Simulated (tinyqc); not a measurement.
Interface traps by the conductance method, one level: two steps of the calculation.

MOS capacitor on an n-type substrate; psi is the band bending, negative in depletion; only majority carriers are counted. The traps exchange electrons with the conduction band; their admittance lies in parallel with Cd, and that pair in series with Cox and Rs. w = 2 pi f.

Values chosen for this exercise; band and dielectric values close to those of germanium:

| symbol | value | unit | meaning |
|---|---|---|---|
| T | 300 | K | temperature |
| eps_r | 15.8 |  | relative permittivity |
| Nd | 1e17 | cm^-3 | donor density |
| EOT | 18 | nm | equivalent oxide thickness |
| ps | -0.167 | V | band bending psi |
| sn | 3e-15 | cm^2 | capture cross-section for electrons |
| vth | 3.3e7 | cm/s | thermal velocity |
| Nt | 2.4e11 | cm^-2 | density of the level |
| ft | 0.68 |  | occupation of the level at this bias |

Constants: q = 1.602176634e-19 C, kB = 1.380649e-23 J/K, Vt = kB T/q, eps0 = 8.8541878128e-14 F/cm where lengths are in cm. Results are converted to the units shown.

Problem 1. Capacitances and time constant. Cox = 3.9 eps0/EOT, LD = sqrt(eps0 eps_r Vt/(q Nd)), u = psi/Vt, Cd = (eps0 eps_r/(sqrt(2) LD)) |exp(u) - 1|/sqrt(exp(u) - u - 1); ns = Nd exp(u); tau = ft/(sn vth ns), Cit = q Nt ft (1 - ft)/Vt.

Find: Cox; Cd; ns; tau; Cit.

Solution 1.

Cox = 191.8 nF/cm^2
Cd = 281.3 nF/cm^2
ns = 1.565e14 cm^-3
tau = 4.389e-8 s
Cit = 323.7 nF/cm^2

Problem 2. Extraction from the readings. Ignoring Rs: Gp/w = w Cox^2 Gm/[Gm^2 + w^2 (Cox - Cm)^2].

Cox = 191.84074 nF/cm^2
Cm = 144.06718 nF/cm^2
Gm/w = 9.7336669 nF/cm^2

Wanted: extracted Gp/w.

Solution 2.

extracted Gp/w = 150.7 nF/cm^2

The uncorrected series resistance makes this 56 % above the true Gp/w.

Range of the model: In a narrow-gap semiconductor minority carriers respond as well once the bending nears the inversion point; they are left out.

tinyqc, about 0.01 s, one thread, Intel Xeon 2.30GHz (shared host): `OMP_NUM_THREADS=1 python tinyqc.py 2030093 2030094 out.jsonl`
